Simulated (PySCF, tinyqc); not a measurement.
Inside a calculation. Method: CISD on RHF in the sto-6g basis, for H4, spin multiplicity 1. The lowest restricted solution is unstable here: a spin-polarised one lies 0.0288 hartree lower (PySCF). Computed by tinyqc, a small Python program that keeps every step (integrals from PySCF). Settings: charge = 0, multiplicity = 1, basis = sto-6g, method = RHF, energy threshold = 1e-10, iteration cap = 62, orthogonalisation = canonical, start = atomic densities, DIIS depth = 6, ci = CISD, davidson = 1. Command: `OMP_NUM_THREADS=1 python tinyqc.py 28605 28606 out.jsonl` (the two numbers bound the seeds that draw the settings). One thread of a shared host (Intel(R) Xeon(R) Processor @ 2.60GHz), about 0.1 s of CPU time with the checks. The early iterations of the SCF are left out here.

## One-electron integrals

Geometry (angstrom):
```
atom         x         y         z
H     0.000000  0.000000  0.000000
H     0.000000  0.000000  1.305000
H     0.000000  2.326000  0.000000
H     0.000000  2.326000  1.305000
```

Basis sto-6g: exponents (1/bohr^2) and contraction coefficients of normalised primitives:
```
element  l (shell)   exponent  coefficient
H            s (1)  35.523221     0.009164
H            s (1)   6.513144     0.049361
H            s (1)   1.822143     0.168538
H            s (1)   0.625955     0.370563
H            s (1)   0.243077     0.416492
H            s (1)   0.100112     0.130334
```

Overlap, kinetic and nuclear-attraction integrals over the contracted functions; the nuclear repulsion is the sum of Za Zb / Rab.

nuclear repulsion = 1.66283187 hartree

overlap S, order 1H 1s, 2H 1s, 3H 1s, 4H 1s:
$$\begin{pmatrix}
1.000000 & 0.337103 & 0.070216 & 0.039152 \\
0.337103 & 1.000000 & 0.039152 & 0.070216 \\
0.070216 & 0.039152 & 1.000000 & 0.337103 \\
0.039152 & 0.070216 & 0.337103 & 1.000000
\end{pmatrix}$$

kinetic energy T (hartree), order 1H 1s, 2H 1s, 3H 1s, 4H 1s:
$$\begin{pmatrix}
0.768522 & 0.033944 & -0.011434 & -0.008533 \\
0.033944 & 0.768522 & -0.008533 & -0.011434 \\
-0.011434 & -0.008533 & 0.768522 & 0.033944 \\
-0.008533 & -0.011434 & 0.033944 & 0.768522
\end{pmatrix}$$

nuclear attraction V (hartree), order 1H 1s, 2H 1s, 3H 1s, 4H 1s:
$$\begin{pmatrix}
-2.067310 & -0.619597 & -0.111143 & -0.063686 \\
-0.619597 & -2.067310 & -0.063686 & -0.111143 \\
-0.111143 & -0.063686 & -2.067310 & -0.619597 \\
-0.063686 & -0.111143 & -0.619597 & -2.067310
\end{pmatrix}$$

core Hamiltonian H = T + V (hartree), order 1H 1s, 2H 1s, 3H 1s, 4H 1s:
$$\begin{pmatrix}
-1.298788 & -0.585653 & -0.122577 & -0.072219 \\
-0.585653 & -1.298788 & -0.072219 & -0.122577 \\
-0.122577 & -0.072219 & -1.298788 & -0.585653 \\
-0.072219 & -0.122577 & -0.585653 & -1.298788
\end{pmatrix}$$

## Two-electron integrals

Functions are numbered as in S; the eight-fold symmetry (ij|kl) = (ji|kl) = (kl|ij) leaves the list below.

Two-electron integrals (ij|kl) in chemists' order, unique and non-zero (hartree):
```
(11|11) 0.774999   (21|11) 0.191359   (21|21) 0.067474   (22|11) 0.390297
(22|21) 0.191359   (22|22) 0.774999   (31|11) 0.029987   (31|21) 0.008708
(31|22) 0.020863   (31|31) 0.002345   (32|11) 0.013871   (32|21) 0.005126
(32|22) 0.015395   (32|31) 0.001148   (32|32) 0.000684   (33|11) 0.227263
(33|21) 0.073334   (33|22) 0.198352   (33|31) 0.029987   (33|32) 0.015395
(33|33) 0.774999   (41|11) 0.015395   (41|21) 0.005126   (41|22) 0.013871
(41|31) 0.001148   (41|32) 0.000668   (41|33) 0.013871   (41|41) 0.000684
(42|11) 0.020863   (42|21) 0.008708   (42|22) 0.029987   (42|31) 0.001641
(42|32) 0.001148   (42|33) 0.020863   (42|41) 0.001148   (42|42) 0.002345
(43|11) 0.073334   (43|21) 0.025406   (43|22) 0.073334   (43|31) 0.008708
(43|32) 0.005126   (43|33) 0.191359   (43|41) 0.005126   (43|42) 0.008708
(43|43) 0.067474   (44|11) 0.198352   (44|21) 0.073334   (44|22) 0.227263
(44|31) 0.020863   (44|32) 0.013871   (44|33) 0.390297   (44|41) 0.015395
(44|42) 0.029987   (44|43) 0.191359   (44|44) 0.774999
```

## Orthogonalisation

S = U s U^T; canonical form X = U s^(-1/2), so that X^T S X = 1. Each column of U has its largest component positive (the first on a tie).

eigenvalues of S: [0.631832, 0.693962, 1.227735, 1.446471]

X, order 1H 1s, 2H 1s, 3H 1s, 4H 1s:
$$\begin{pmatrix}
0.629027 & 0.600209 & 0.451250 & 0.415734 \\
-0.629027 & -0.600209 & 0.451250 & 0.415734 \\
-0.629027 & 0.600209 & -0.451250 & 0.415734 \\
0.629027 & -0.600209 & -0.451250 & 0.415734
\end{pmatrix}$$

## Iteration 3 (converged): orbitals

converged F (hartree), order 1H 1s, 2H 1s, 3H 1s, 4H 1s:
$$\begin{pmatrix}
-0.171831 & -0.365764 & -0.051530 & -0.039328 \\
-0.365764 & -0.171831 & -0.039328 & -0.051530 \\
-0.051530 & -0.039328 & -0.171831 & -0.365764 \\
-0.039328 & -0.051530 & -0.365764 & -0.171831
\end{pmatrix}$$

Diagonalise F' = X^T F X, C = X C', fill 2 alpha and 2 beta electrons from the bottom; D = 2 C_occ C_occ^T. Each column has its largest component positive (the first on a tie).

F' = X^T F X (hartree):
$$\begin{pmatrix}
0.326250 & 0.000000 & 0.000000 & 0.000000 \\
0.000000 & 0.261875 & 0.000000 & 0.000000 \\
0.000000 & 0.000000 & -0.363871 & 0.000000 \\
0.000000 & 0.000000 & 0.000000 & -0.434474
\end{pmatrix}$$

orbital energies (hartree): MO1 -0.434474, MO2 -0.363871, MO3 0.261875, MO4 0.326250

coefficients C, order 1H 1s, 2H 1s, 3H 1s, 4H 1s:
$$\begin{pmatrix}
0.415734 & 0.451250 & 0.600209 & 0.629027 \\
0.415734 & 0.451250 & -0.600209 & -0.629027 \\
0.415734 & -0.451250 & 0.600209 & -0.629027 \\
0.415734 & -0.451250 & -0.600209 & 0.629027
\end{pmatrix}$$

D after iteration 3, order 1H 1s, 2H 1s, 3H 1s, 4H 1s:
$$\begin{pmatrix}
0.752923 & 0.752923 & -0.061585 & -0.061585 \\
0.752923 & 0.752923 & -0.061585 & -0.061585 \\
-0.061585 & -0.061585 & 0.752923 & 0.752923 \\
-0.061585 & -0.061585 & 0.752923 & 0.752923
\end{pmatrix}$$

## Convergence

Stop when the energy changes by less than 1e-10 hartree and every element of the error matrix X^T (F D S - S D F) X is below 3e-06.

Course of the cycle:
```
iteration  E (hartree)     change  largest element of the error matrix
1          -1.28064140          -                             1.42e-16
2          -1.94919644  -6.69e-01                             3.39e-16
3          -1.94919644   8.88e-16                             4.10e-16
```

PySCF RHF in the same basis = -1.94919644 hartree

Converged in 3 iterations.

## Integrals over molecular orbitals

(pq|rs) = sum C_ip C_jq C_kr C_ls (ij|kl), one index at a time.

one-electron integrals over orbitals h = C^T H C (hartree):
$$\begin{pmatrix}
-1.437455 & 0.000000 & 0.000000 & 0.000000 \\
0.000000 & -1.376229 & 0.000000 & 0.000000 \\
0.000000 & 0.000000 & -1.100195 & 0.000000 \\
0.000000 & 0.000000 & 0.000000 & -1.048977
\end{pmatrix}$$

Two-electron integrals over orbitals (pq|rs), unique and non-zero (hartree):
```
(11|11) 0.392687   (21|21) 0.182432   (22|11) 0.396363   (22|22) 0.402064
(31|31) 0.112453   (32|32) 0.102620   (33|11) 0.391717   (33|22) 0.396855
(33|33) 0.403392   (41|32) 0.100791   (41|41) 0.099000   (42|31) 0.116782
(42|42) 0.121990   (43|21) 0.185723   (43|43) 0.200539   (44|11) 0.395896
(44|22) 0.402212   (44|33) 0.408472   (44|44) 0.414386
```

## CISD: determinants and Hamiltonian

Hartree-Fock energy = -1.94919644 hartree

Slater-Condon rules over spin orbitals, with the nuclear repulsion added and E(HF) subtracted on the diagonal. Only determinants linked to the reference directly or through others are kept (one block of an abelian symmetry group), so some states are absent.

Occupation strings over the orbitals (2 doubly, a alpha, b beta, 0 empty; spin orbitals ordered 1a 1b 2a 2b ...): 2200 aabb 2020 abab 2002 abba baab 0220 baba 0202 bbaa

H - E(HF) between determinants (hartree):
```
           2200       aabb       2020       abab       2002       abba       baab       0220
2200   0.000000  -0.015991   0.102620  -0.100791   0.121990   0.116782   0.116782   0.112453
aabb  -0.015991   0.657716   0.100791  -0.102620  -0.116782  -0.121990  -0.112453  -0.116782
2020   0.102620   0.100791   0.674769   0.084932   0.200539  -0.185723  -0.185723   0.182432
abab  -0.100791  -0.102620   0.084932   0.806245   0.185723  -0.200539  -0.182432   0.185723
2002   0.121990  -0.116782   0.200539   0.185723   0.831823  -0.068941  -0.068941   0.000000
abba   0.116782  -0.121990  -0.185723  -0.200539  -0.068941   0.839068   0.000000  -0.068941
baab   0.116782  -0.112453  -0.185723  -0.182432  -0.068941   0.000000   0.839068  -0.068941
0220   0.112453  -0.116782   0.182432   0.185723   0.000000  -0.068941  -0.068941   0.846815
baba  -0.100791  -0.099000   0.084932   0.000000   0.185723  -0.182432  -0.200539   0.185723
0202   0.099000   0.100791   0.000000   0.084932   0.182432  -0.185723  -0.185723   0.200539
bbaa  -0.015991   0.000000   0.100791  -0.099000  -0.116782  -0.112453  -0.121990  -0.116782

           baba       0202       bbaa
2200  -0.100791   0.099000  -0.015991
aabb  -0.099000   0.100791   0.000000
2020   0.084932   0.000000   0.100791
abab   0.000000   0.084932  -0.099000
2002   0.185723   0.182432  -0.116782
abba  -0.182432  -0.185723  -0.112453
baab  -0.200539  -0.185723  -0.121990
0220   0.185723   0.200539  -0.116782
baba   0.806245   0.084932  -0.102620
0202   0.084932   0.942934   0.100791
bbaa  -0.102620   0.100791   0.657716
```

## CISD: roots

Diagonalise (each vector has its largest component positive (the first on a tie)); all determinants have Ms = 0, so triplets appear too. The lowest singlet root is the correlation energy.

lowest roots of this matrix, relative to E(HF) (hartree): [-0.119591, 0.211844, 0.221653, 0.657075, 0.731204, 0.798581, 0.835087, 0.847373]

lowest vectors, order 2200, aabb, 2020, abab, 2002, abba, baab, 0220, baba, 0202, bbaa:
$$\begin{pmatrix}
0.932230 & 0.013323 & 0.000000 & 0.000000 \\
0.006511 & -0.281667 & 0.408248 & 0.705683 \\
-0.147567 & 0.534747 & 0.000000 & 0.000000 \\
0.123818 & 0.139303 & 0.408248 & 0.021876 \\
-0.133476 & -0.433040 & 0.000000 & 0.000000 \\
-0.130329 & 0.142364 & 0.408248 & 0.039157 \\
-0.130329 & 0.142364 & 0.408248 & -0.039157 \\
-0.122960 & -0.417013 & 0.000000 & 0.000000 \\
0.123818 & 0.139303 & 0.408248 & -0.021876 \\
-0.107327 & 0.338270 & 0.000000 & 0.000000 \\
0.006511 & -0.281667 & 0.408248 & -0.705683
\end{pmatrix}$$

<S^2> of these roots: [0.000000, 0.000000, 6.000000, 2.000000, 0.000000, 2.000000, 0.000000, 2.000000]

weight of the ground state by excitation level 0, 1, 2, ...: [0.869052, 0.000000, 0.130948]

The reference has a weight of only 0.87: one determinant is a poor start here.

## The lowest root by the Davidson method

Start from the reference; add the residual divided by (theta - H_ii), orthogonalised, at each step.

Davidson iterations:
```
iteration  subspace  lowest Ritz value (hartree)  residual norm
1                 1                            0       3.10e-01
2                 2                  -0.11878893       3.07e-02
3                 3                  -0.11958369       2.21e-03
4                 4                  -0.11958870       1.32e-03
5                 5                  -0.11959068       6.18e-04
6                 6                  -0.11959122       2.33e-05
7                 7                  -0.11959122       1.26e-05
8                 8                  -0.11959122       1.62e-16
```
